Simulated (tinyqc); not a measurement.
What moves the results: standing waves and exposure in a photoresist film. A value that a table varies takes the place of the one given here.

Normal incidence from air. Unexposed resist: N1 = n1 + i k1 with k1 = (A + B) lam/(4 pi), lam in micrometres. r01 = (1 - N1)/(1 + N1), t01 = 2/(1 + N1). Substrate Ns = ns + i ks: r12 = (N1 - Ns)/(N1 + Ns). With p = exp(2 pi i N1 d/lam), the field at depth z is E(z) = t01 [exp(2 pi i N1 z/lam) + r12 p^2 exp(-2 pi i N1 z/lam)]/(1 + r01 r12 p^2), the relative intensity I(z) = n1 |E(z)|^2 and the reflectance R = |(r01 + r12 p^2)/(1 + r01 r12 p^2)|^2.

Values chosen for the exercise (a resist on Si, indices near tabulated ones; the results hold for these values, not for the real material):
- lam = 193 nm (vacuum wavelength)
- n1 = 1.699 (resist index)
- A = 0.04 1/micrometre (bleachable absorption (Dill A))
- B = 0.8 1/micrometre (fixed absorption (Dill B))
- d = 235 nm (resist thickness)
- ns = 0.892 (substrate n)
- ks = 2.747 (substrate k)

## Swing of the coupled dose with resist thickness

The mean of I is taken over 800 depths; the relative dose to clear is taken as 1/(mean of I over the lowest period, 60 depths), scaled to 1 in the first row.

Swing:
```
d (nm)       R  mean I  relative dose
235.0   0.3802  1.3496          1.000
244.5   0.1850  1.7711          0.783
253.9   0.2764  1.5718          0.910
263.4   0.4685  1.1381          1.264
272.9   0.5488  0.9389          1.498
282.3   0.5115  0.9863          1.388
291.8   0.3462  1.2964          1.052
301.3   0.1547  1.6691          0.836
310.7   0.2452  1.4859          0.963
320.2   0.4379  1.0920          1.317
329.7   0.5200  0.9106          1.551
339.1   0.4819  0.9586          1.442
348.6   0.3158  1.2459          1.107
```

The period is 56.8 nm, six rows. The relative dose swings between 0.783 and 1.551, a ratio (max - min)/mean of 0.661, against the estimate 4 sqrt(|r01|^2 |r12|^2) exp(-(A + B) d) = 0.640 for the oscillating part alone; the ratio from the table also holds the slow rise from absorption, 10.7 % over two periods, so the two are not strictly comparable. The dose is least sensitive to thickness at an extremum; the lowest dose listed is at 244.5 nm.

## What moves the exposure

The mean of I is over 800 depths. Each row changes one parameter from the base and keeps the others.

Results:
```
case                |r12|^2       R  mean I  I at the bottom
base                 0.5671  0.3802  1.3496           0.6732
d = 245 nm           0.5671  0.1812  1.7797           0.8620
n1 = 1.716           0.5655  0.3216  1.4770           0.7443
B = 1 1/micrometre   0.5652  0.3471  1.2961           0.6402
ks = 2.472           0.5197  0.3318  1.3478           0.7660
ns = 0.981           0.5399  0.3651  1.3209           0.6481
```

The largest shifts from the base row, up to three for each result and ties (the steps differ in size, so this ranks the rows, not the parameters). |r12|^2: ks -0.0473, ns -0.0271, B -0.0018; unchanged at the printed digits by d. R: d -0.1990, n1 -0.0586, ks -0.0484. mean I: d +0.4301, n1 +0.1274, B -0.0535. I at the bottom: d +0.1888, ks +0.0928, n1 +0.0711.

Computed by tinyqc, a small Python program: `OMP_NUM_THREADS=1 python tinyqc.py 1681927 1681928 out.jsonl` (the numbers bound the seed that draws the inputs); one thread of a shared host (Intel(R) Xeon(R) Processor @ 2.30GHz), about 0.01 s for the whole set of steps.
